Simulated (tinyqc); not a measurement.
Physical sputtering: collision-cascade yield, angular dependence, faceting and resputtering in deposition: one step, computed by the program tinyqc. Command: `OMP_NUM_THREADS=1 python tinyqc.py 3005301 3005302 out.jsonl sputter walk`. One thread of a shared host (Intel(R) Xeon(R) Processor @ 2.30GHz), about 0.01 s of CPU time with the checks.

Ions start collision cascades; atoms that reach the surface with more than U leave. The target is amorphous or fine-grained.

Task: Oblique incidence. Angular law: Y/Y0 = t^f exp(-f cos(a_opt)(t - 1)), t = 1/cos(angle), largest at a_opt. A plane tilted by the angle recedes along the beam at a speed proportional to Y(angle), and along its own normal as Y cos(angle).

Inputs (values chosen for the exercise, modelled on krypton ions on germanium):
```
quantity                    value     unit
ion energy E                   63       eV
angular exponent f            1.5        -
angle of the largest yield     63  degrees
angle of incidence             15  degrees
```

yield Y0 = 0.05788396 atoms per ion

Give: Y/Y0 at the angle; yield at the angle; normal speed relative to a flat surface; largest Y/Y0.

Result:

Y/Y0 at the angle = 1.0284

yield at the angle = 0.059526 atoms per ion

normal speed relative to a flat surface = 0.99333

largest Y/Y0 = 1.4412

Caution: within a few times the threshold, cascades are short and these fits are rough.
